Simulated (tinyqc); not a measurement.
# Zener tunnelling in a reverse-biased junction, two-band WKB: effects of single changes

Abrupt p-n junction, depletion approximation. Energies E are counted from the conduction-band edge of the neutral n side; its Fermi level lies at dn, that of the p side at dn - V, and the valence-band edge of the neutral p side at Em = dn + dp - V. Tunnelling needs 0 < E < Em. Two-band dispersion with equal masses m: inside the gap kappa = sqrt(m u (1 - u/Eg)/C), u the distance from a band edge, C = hbar^2/(2 m0).

Inputs (values chosen for the exercise); band and dielectric values close to those of gallium arsenide: temperature T = 300 K; band gap Eg = 1.4 eV; relative permittivity eps_r = 13.1; conduction-band density of states at 300 K Nc = 4.45e17 cm^-3; valence-band density of states at 300 K Nv = 8.85e18 cm^-3; band-edge mass of the two-band model m = 0.076 m0; acceptor density Na = 1.1e19 cm^-3; donor density Nd = 3.1e18 cm^-3; bias of the p side V = -2.1 V.

Constants: q = 1.602176634e-19 C, kB = 1.380649e-23 J/K, hbar = 1.054571817e-34 J s, h = 6.62607015e-34 J s, m0 = 9.1093837015e-31 kg, Vt = kB T/q, eps0 = 8.8541878128e-14 F/cm where lengths are in cm, hbar^2/(2 m0) = 0.0380998212 eV nm^2. Results are converted to the units shown.

Each table varies one quantity; the others keep the values above.

## Current against reverse bias

Nd = Nc F12(dn/Vt), Na = Nv F12(dp/Vt), F12(x) = (2/sqrt(pi)) int_0^infinity sqrt(u)/(1 + exp(u - x)) du; dn = EF - Ec on the n side, dp = Ev - EF on the p side (negative outside the bands); Vbi = Eg + dn + dp. W = sqrt(2 eps0 eps_r (Vbi - V)(1/Na + 1/Nd)/q), mean field F = (Vbi - V)/W, peak field 2 F. In a uniform field F the exponent is S = pi sqrt(m/C) Eg^1.5/(4 F). Transverse energy Et = C kt^2/m raises it to S (1 + 4 Et/Eg), so T = exp(-S) exp(-Et/Eb) with Eb = Eg/(4 S). KJ = (2 q^2/h) m/(4 pi C) (times 1e14 for A/cm^2 per eV^2). J = KJ exp(-S) Eb times the integral from 0 to Em of [f(E - dn) - f(E - dn + V)] [1 - exp(-min(E, Em - E)/Eb)] dE, f(x) = 1/(1 + exp(x/Vt)), with S and Eb from the mean field; J > 0 flows from p to n.

Current against reverse bias:
```
V (V)  mean field (MV/cm)      S  J (A/cm^2)
-0.1               0.5211  35.26  -5.003e-10
-0.41              0.5686  32.32   -4.836e-8
-0.72              0.6124  30.00   -9.408e-7
-1.04              0.6546  28.07   -1.011e-5
-1.35              0.6930  26.51   -6.611e-5
-1.66              0.7294  25.19   -3.220e-4
-1.98              0.7652  24.01   -0.001310
-2.29              0.7983  23.02   -0.004284
-2.6               0.8301  22.14    -0.01222
```

What does the comparison show?

|J| grows from 5.00e-10 to 0.0122 A/cm^2, a factor of 2.44e7. Of that, exp(-S) gives 5.03e5 (S falls from 35.3 to 22.1 as the field grows with the square root of Vbi - V); the rest, 48.6, comes from the wider energy window and from Eb.

## Effect of the doping Nd

Same model as above.

Effect of the doping Nd:
```
Nd (cm^-3)  Vbi (V)  mean field (MV/cm)      S  J (A/cm^2)
1e18          1.458              0.4746  38.72  -3.539e-10
1.3e18        1.470              0.5354  34.32   -3.250e-8
1.8e18        1.488              0.6191  29.68   -3.896e-6
2.4e18        1.506              0.7005  26.23   -1.386e-4
3.1e18        1.526              0.7782  23.61   -0.002110
4.2e18        1.552              0.8756  20.99    -0.03283
5.6e18        1.582              0.9715  18.91     -0.2889
7.4e18        1.618               1.066  17.24      -1.689
```

What does the table show?

The mean field rises from 0.475 to 1.07 MV/cm, as Nd^(0.40), S falls from 38.7 to 17.2, and |J| rises from 3.54e-10 to 1.69 A/cm^2: 9.68 decades, of which exp(-S) accounts for 9.33.

Range of the model: Parabolic densities of states, no band tails and no gap narrowing, all of which matter at such doping.

Program tinyqc, `OMP_NUM_THREADS=1 python tinyqc.py 2620102 2620103 out.jsonl`; Intel Xeon 2.30GHz, shared host, one thread, about 0.02 s.
